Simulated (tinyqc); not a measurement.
Hubbard chain of 4 sites, step by step. Computed by tinyqc, a small Python program that keeps every step. Settings: hopping = 1.93, U = 3.2, mixing = 1, iteration cap = 64. Command: `OMP_NUM_THREADS=1 python tinyqc.py 30762 30763 out.jsonl` (the two numbers bound the seeds that draw the settings). One thread of a shared host (Intel(R) Xeon(R) Processor @ 2.60GHz), about 0.2 s of CPU time with the checks. Later iterations appear only in the table of the cycle.

## Mean-field iteration 1

one-body matrix (hopping and site energies) (eV), lower triangle:
```
,1,2,3,4
1,0.4700
2,-1.9300,0.7700
3,0.0000,-1.9300,0.1200
4,0.0000,0.0000,-1.9300,-0.1900
```

U = 3.2000 eV

electrons, up and down: 2  2

mixing = 1

n(up) at the start (a guess, not normalised): 1 0.8000, 2 0.2000, 3 0.8000, 4 0.2000

n(down) at the start (a guess): 1 0.2000, 2 0.8000, 3 0.2000, 4 0.8000

H(up) = T + U n(down), H(down) = T + U n(up); fill the lowest levels; n(new) = n + mixing (n(out) - n); E = tr T (rho up + rho down) + U sum n_up n_down of the output.

levels, up (eV): -1.3867  0.4101  3.2121  5.3344

levels, down (eV): -1.3470  0.2679  3.4265  5.2226

energy = -4.1813 eV

n(up) after iteration 1: 1 0.7690, 2 0.2809, 3 0.6775, 4 0.2726

n(down) after iteration 1: 1 0.2343, 2 0.6626, 3 0.3001, 4 0.8030

## Mean-field iteration 2

As before.

levels, up (eV): -1.3026  0.4895  3.2052  5.1779

levels, down (eV): -1.3253  0.4430  3.2902  5.1620

energy = -4.2375 eV

n(up) after iteration 2: 1 0.7254, 2 0.3268, 3 0.6452, 4 0.3027

n(down) after iteration 2: 1 0.2653, 2 0.6275, 3 0.3488, 4 0.7585

## Convergence

Each step fills the lowest levels of T + U n(other spin) and sets n(new) = n + mixing (n(out) - n); stop when output and input agree to 1e-8.

Course of the cycle:
```
iteration,E (eV),largest |n(out) - n(in)|,mean |n_up - n_down|
1,-4.181252,1.37e-01,0.4560
2,-4.237468,4.86e-02,0.3783
3,-4.258668,3.64e-02,0.3268
4,-4.269304,2.35e-02,0.2900
5,-4.275433,1.98e-02,0.2615
6,-4.279307,1.44e-02,0.2388
7,-4.281921,1.28e-02,0.2200
8,-4.283776,1.01e-02,0.2041
9,-4.285143,9.24e-03,0.1903
10,-4.286182,7.74e-03,0.1783
11,-4.286992,7.11e-03,0.1677
...,...,...,...
54,-4.291520,7.00e-04,0.0299
55,-4.291527,6.77e-04,0.0289
56,-4.291534,6.51e-04,0.0279
57,-4.291540,6.30e-04,0.0269
58,-4.291546,6.06e-04,0.0260
59,-4.291551,5.87e-04,0.0251
60,-4.291556,5.65e-04,0.0243
61,-4.291561,5.46e-04,0.0235
62,-4.291565,5.26e-04,0.0227
63,-4.291569,5.09e-04,0.0219
64,-4.291573,4.91e-04,0.0212
```

Not converged within 64 iterations: the residual falls steadily but slowly, by a factor of about 0.96 a step. The lowest mean-field energy found from random starts is -4.29157 eV. Reruns (cap 100 unless said): mixing 0.2: not converged; mixing 0.5: not converged; mixing 0.9: not converged; the original settings with a cap of 400: converged in 384 (E = -4.29163).

## Exact diagonalisation (36 states)

Lowest levels of the sector, and the double occupancy of the lowest state.

lowest levels (eV): -4.8249  -3.2059  -1.6234  -1.3961  -0.9814  -0.1486

double occupancy per site = 0.1686

## The lowest level by Lanczos steps

From a random start vector (not printed): a_j = <q_j|H|q_j>, b_j = norm of the remainder after orthogonalising; the Ritz value is the lowest eigenvalue of the tridiagonal matrix of a and b so far.

Lanczos:
```
j,a_j (eV),b_j (eV),lowest Ritz value (eV)
1,1.4986,5.7964,1.498557
2,3.3372,4.4114,-3.451000
3,4.4032,4.3275,-4.476937
4,4.7510,3.6434,-4.749704
5,5.6845,4.6622,-4.800010
6,4.5002,3.9963,-4.817609
7,6.6336,4.9161,-4.822026
8,4.8251,4.5530,-4.823685
9,4.0433,3.9470,-4.824513
10,4.0943,2.3978,-4.824860
```
